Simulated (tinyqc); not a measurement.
Electron continuity equation in a given potential, Scharfetter-Gummel discretisation: three discretisations compared.

Steady state in one dimension: J = q mu n E + q D dn/dx with E = -dpsi/dx and D = mu Vt, dJ/dx = q (n/tau - G), fixed densities nL and nR at the ends. The potential is given, psi = U (x/L)^2, and is not changed by the electrons.

10 equal intervals. Fluxes J_i = (q D/h)(n_(i+1) P_i - n_i Q_i), d_i = (psi_(i+1) - psi_i)/Vt: Scharfetter-Gummel P = B(d), Q = B(-d), B(d) = d/(exp(d) - 1); central P = 1 - d/2, Q = 1 + d/2; upwind P = 1 + max(-d, 0), Q = 1 + max(d, 0). Balance at each inner node: J_i - J_(i-1) = q h (n_i/tau - G). The reference is Scharfetter-Gummel on 2000 intervals.

Parameters, values chosen for the exercise; mobility close to that of cadmium telluride at room temperature:
```
symbol,value,unit,meaning
T,450,K,temperature
mu,991,cm^2/(V s),electron mobility
L,6.8,um,length of the region
nL,3.2e13,cm^-3,density at x = 0
nR,0,cm^-3,density at x = L
tau,1.9e-8,s,lifetime
G,0,cm^-3 s^-1,uniform generation rate
U,-0.61,V,potential difference psi(L) - psi(0)
```

Constants: q = 1.602176634e-19 C, kB = 1.380649e-23 J/K, Vt = kB T/q. Results are converted to the units shown.

Densities (cm^-3):

| node | Scharfetter-Gummel | central | upwind | reference |
|---|---|---|---|---|
| 0 | 3.2000e13 | 3.2000e13 | 3.2000e13 | 3.2000e13 |
| 1 | 2.7023e13 | 2.7021e13 | 2.7290e13 | 2.7030e13 |
| 2 | 1.6718e13 | 1.6570e13 | 1.8374e13 | 1.6726e13 |
| 3 | 7.5664e12 | 7.1719e12 | 1.0213e13 | 7.5713e12 |
| 4 | 2.5033e12 | 2.0688e12 | 4.8305e12 | 2.5053e12 |
| 5 | 6.0520e11 | 3.5245e11 | 1.9860e12 | 6.0572e11 |
| 6 | 1.0688e11 | 2.5390e10 | 7.1993e11 | 1.0698e11 |
| 7 | 1.3782e10 | -2.8246e8 | 2.3126e11 | 1.3796e10 |
| 8 | 1.2934e9 | 2.2322e7 | 6.4580e10 | 1.2947e9 |
| 9 | 8.4353e7 | -4.0695e6 | 1.3798e10 | 8.4446e7 |
| 10 | 0 | 0 | 0 | 0 |

What do the numbers show?

Largest errors as a share of the largest reference density listed: Scharfetter-Gummel 0.026 %, central 1.4 %, upwind 8.3 %. The largest |d| is 2.99. Central differences give 2 negative value(s), since P or Q changes sign once |d| exceeds 2. Upwinding stays positive but acts as if D were larger by the factor 1 + |d|/2, up to 2.49 here.

Computed by the program tinyqc: `OMP_NUM_THREADS=1 python tinyqc.py 2220036 2220037 out.jsonl`, one thread of a shared Intel Xeon 2.30GHz, about 0.01 s for the whole run.
